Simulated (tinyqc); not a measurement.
Band bending at a free surface with a continuum of surface states, surface photovoltage and Kelvin probe: two steps of the calculation.

n-type bulk, xi = Ec - EF = Vt ln(Nc/Nd), p0 = ni^2/Nd, ni = sqrt(Nc Nv) exp(-Eg/(2 Vt)), Eg in volts. b is the upward band bending, u = b/Vt. Space charge per area, in units of q: Qc = sign(b) sqrt((2 eps0 eps_r Vt/q) [(Nd + dn)(exp(-u) - 1) + Nd u + (p0 + dn)(exp(u) - 1)]), with dn the excess density under light (flat quasi-Fermi levels; 0 in the dark). The states hold -Ds (E0 - xi - b): negative while the Fermi level lies above the neutrality level. Neutrality: Qc + Qf + (charge of the states) = 0.

Inputs (values chosen for the exercise); band and dielectric values close to those of germanium:
```
symbol    value         unit                                                    meaning
T           300            K                                                temperature
Eg        0.648           eV                                                   band gap
eps_r      15.8                                                   relative permittivity
Nc      1.03e19        cm^-3                     conduction-band density of states at T
Nv      5.97e18        cm^-3                        valence-band density of states at T
chi        4.02           eV                                          electron affinity
Nd       7.7e16        cm^-3                                              donor density
Qf            0        cm^-2                       fixed positive charge at the surface
Ds       1.2e14  cm^-2 eV^-1                                  density of surface states
E0         0.32           eV  depth of their neutrality level below the conduction edge
```

Constants: q = 1.602176634e-19 C, kB = 1.380649e-23 J/K, Vt = kB T/q, eps0 = 8.8541878128e-14 F/cm where lengths are in cm. Results are converted to the units shown.

Task 1. Bulk quantities. xi, ni, p0, the Debye length sqrt(eps0 eps_r Vt/(q Nd)) and the flat-band work function chi + xi.

Wanted: xi; ni; p0; Debye length; chi + xi.

Result 1.

xi = 0.1266 eV
ni = 2.828e13 cm^-3
p0 = 1.038e10 cm^-3
Debye length = 17.12 nm
chi + xi = 4.147 eV

Task 2. Band bending in the dark. Fixed-point step: b(new) = E0 - xi - (Qc(b) + Qf)/Ds.

b after iteration 1 = 0.19002026 V

Wanted: b after iteration 2.

Result 2.

b after iteration 2 = 0.18951 V

Computed by the program tinyqc: `OMP_NUM_THREADS=1 python tinyqc.py 2430174 2430175 out.jsonl`, one thread of a shared Intel Xeon 2.30GHz, about 0.01 s for the whole run.
